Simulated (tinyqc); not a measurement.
Worked calculation: eight-band Kane k.p model with strain. Values are carried at full precision from step to step, so a last printed digit may differ when a step is redone from the rounded ones.

Constants: hbar^2/2m0 = 3.80998211 eV angstrom^2.

Values chosen for the exercise (near those of GaSb; shifted at random, so the results belong to these values and not to a real crystal):

| symbol | value | unit | meaning |
|---|---|---|---|
| Eg | 0.818 | eV | gap at Gamma to the s-like level |
| Dso | 0.77 | eV | spin-orbit splitting |
| Ep | 26.5 | eV | Kane energy |
| me | 0.0388 | m0 | electron mass at Gamma |
| g1 | 13.43 |  | Luttinger gamma1 |
| g2 | 4.68 |  | gamma2 |
| g3 | 6.04 |  | gamma3 |
| a | 6.086 | angstrom | lattice constant |
| a_sub | 6.032 | angstrom | lattice constant of the substrate |
| C11 | 88.5 | GPa |  |
| C12 | 41 | GPa |  |
| C44 | 42.5 | GPa |  |
| face | 110 |  | growth face |
| ac | -7.46 | eV | conduction deformation potential |
| av | 0.8 | eV | valence hydrostatic potential |
| b | -2.04 | eV | tetragonal shear potential |
| d | -4.66 | eV | trigonal shear potential |
| k | (-0.005, 0.031, 0.035) | 1/angstrom | wave vector |
| kmax | 0.04 | 1/angstrom | end of the path |

## Derived values

P = sqrt(Ep c); A = 1/me - Ep (Eg + 2 Dso/3)/(Eg (Eg + Dso)) keeps the electron mass; g1' = g1 - Ep/(3 Eg), g2' = g2 - Ep/(6 Eg), g3' = g3 - Ep/(6 Eg) remove the coupling to S that the Luttinger values already hold; L = -c (g1' + 4 g2'), M = -c (g1' - 2 g2'), N = -6 c g3'. c = hbar^2/2m0.

P = 10.0481 eV angstrom
A = -1.3867

g1', g2', g3': 2.6313  -0.7193  0.6407

L, M, N (eV angstrom^2): 0.9376  -15.5066  -14.6452

The coupling to the valence bands supplies 27.16, against 1/me = 25.77; A makes up the difference. The diagonal terms in A and L bend towards the gap, so the set should be tested for spurious states at large k.

## Strain of a layer grown coherently on a (110) face

e_par = (a_sub - a)/a in the plane; no stress along the normal: e_perp = -(C11 + 3 C12 - 2 C44)/(C11 + C12 + 2 C44) e_par; exx = eyy = (e_par + e_perp)/2, ezz = e_par, exy = (e_perp - e_par)/2, eyz = ezx = 0.

e_par = -0.008873
e_perp = 0.005233

strain tensor in the cubic axes:
```
           x          y          z
x  -0.001820   0.007053   0.000000
y   0.007053  -0.001820   0.000000
z   0.000000   0.000000  -0.008873
```

The layer is under compression in the plane; its volume changes by -1.251 %.

## Strain terms

Strain (Bir-Pikus): H_SS gains ac tr(e); H_XX gains l exx + m (eyy + ezz) and H_XY gains n exy, with l = av + 2 b, m = av - b, n = sqrt(3) d. The sign of av is such that the gap moves by (ac - av) tr(e); the change of P with strain is neglected.

Form the strain terms of the Hamiltonian.

ac tr(e) = 0.09335 eV

strain block of X, Y, Z (the same for both spins) (eV):
```
          X         Y        Z
X  -0.02440  -0.05693        0
Y  -0.05693  -0.02440        0
Z         0         0  0.01876
```

## The Hamiltonian at one k

Eight-band Kane model, basis S, X, Y, Z times spin, zero of energy at the top of the unstrained valence band, c = hbar^2/2m0. Within each spin: H_SS = Eg + A c k^2, H_SX = i P kx (likewise Y, Z), H_XX = -Dso/3 + L kx^2 + M (ky^2 + kz^2), H_XY = N kx ky, and cyclic. Spin-orbit term (Dso/3) L.sigma on X, Y, Z with (L_k)_ij = -i epsilon_kij: <X+|H|Y+> = -i Dso/3, <X+|H|Z-> = Dso/3, <Y+|H|Z-> = -i Dso/3, <Z+|H|X-> = -Dso/3, <Z+|H|Y-> = i Dso/3, <X-|H|Y-> = i Dso/3, and their conjugates; + and - are the spin along z. Terms from inversion asymmetry are left out, so every level is twofold.

Fill in the matrix, adding ac tr(e) to H_SS and the strain block to X, Y, Z of each spin.

H(k) (eV):
```
          S+               X+               Y+        Z+        S-               X-
S+    0.8997         -0.0502i          0.3115i   0.3517i         0                0
X+   0.0502i          -0.3149  -0.0547-0.2567i    0.0026         0                0
Y+  -0.3115i  -0.0547+0.2567i          -0.2995   -0.0159         0                0
Z+  -0.3517i           0.0026          -0.0159   -0.2520         0          -0.2567
S-         0                0                0         0    0.8997         -0.0502i
X-         0                0                0   -0.2567   0.0502i          -0.3149
Y-         0                0                0  -0.2567i  -0.3115i  -0.0547-0.2567i
Z-         0           0.2567          0.2567i         0  -0.3517i           0.0026

                 Y-        Z-
S+                0         0
X+                0    0.2567
Y+                0  -0.2567i
Z+          0.2567i         0
S-          0.3115i   0.3517i
X-  -0.0547+0.2567i    0.0026
Y-          -0.2995   -0.0159
Z-          -0.0159   -0.2520
```

## Levels and orbital character

Diagonalise H; the levels come in pairs. The weights are summed over spin and averaged over each pair.

levels, each twofold (eV): -0.8523  -0.1670  -0.0225  1.0748

weights:
```
   pair 1  pair 2  pair 3  pair 4
S   0.028   0.090   0.008   0.874
X   0.306   0.304   0.386   0.005
Y   0.348   0.312   0.287   0.052
Z   0.317   0.294   0.319   0.070
```

The conduction pair has 12.6 % valence character at this k; the valence pair with most S character is pair 2 (9.0 %).

## Bands along [001] and [100]

The same diagonalisation at six points |k| = 0, kmax/5, ..., kmax along each direction.

Levels (eV):

| direction | \|k\| (1/angstrom) | pair 1 | pair 2 | pair 3 | pair 4 |
|---|---|---|---|---|---|
| [001] | 0.000 | -0.7835 | -0.0425 | 0.0260 | 0.9113 |
| [001] | 0.008 | -0.7853 | -0.0449 | 0.0222 | 0.9171 |
| [001] | 0.016 | -0.7909 | -0.0527 | 0.0119 | 0.9339 |
| [001] | 0.024 | -0.8001 | -0.0675 | -0.0022 | 0.9607 |
| [001] | 0.032 | -0.8131 | -0.0907 | -0.0171 | 0.9960 |
| [001] | 0.040 | -0.8300 | -0.1222 | -0.0314 | 1.0384 |
| [100] | 0.000 | -0.7835 | -0.0425 | 0.0260 | 0.9113 |
| [100] | 0.008 | -0.7854 | -0.0457 | 0.0233 | 0.9169 |
| [100] | 0.016 | -0.7913 | -0.0557 | 0.0162 | 0.9331 |
| [100] | 0.024 | -0.8011 | -0.0731 | 0.0062 | 0.9590 |
| [100] | 0.032 | -0.8149 | -0.0980 | -0.0052 | 0.9932 |
| [100] | 0.040 | -0.8328 | -0.1295 | -0.0174 | 1.0345 |

At kmax the conduction band lies 3.9 meV and the top valence band 14.1 meV apart between the two directions. k.p holds near Gamma; the zone edge lies near 1 1/angstrom.

## Masses at Gamma

m*/m0 = c h^2/(E(h) - E(0)) with |k| = h = 0.0001 1/angstrom; negative values are hole-like.

Masses (m0):

| direction | pair 1 | pair 2 | pair 3 | pair 4 |
|---|---|---|---|---|
| [001] | -0.133 | -0.103 | -0.064 | 0.042 |
| [100] | -0.125 | -0.077 | -0.090 | 0.044 |

Strain has split the top two pairs at Gamma, so each has its own mass tensor; the top pair has -0.064 along [001] and -0.090 along [100].

## Checks

- Electron mass of the unstrained model by finite differences against the input me: both 0.03880.
- Heavy-hole mass along [100] against 1/(g1 - 2 g2): both 0.2457.
- Light-hole mass along [100] against 1/(g1 + 2 g2): both 0.04388.

Program tinyqc; command `OMP_NUM_THREADS=1 python tinyqc.py 1081208 1081209 out.jsonl`; about 0.01 s on one thread of a shared Intel(R) Xeon(R) Processor @ 2.30GHz.
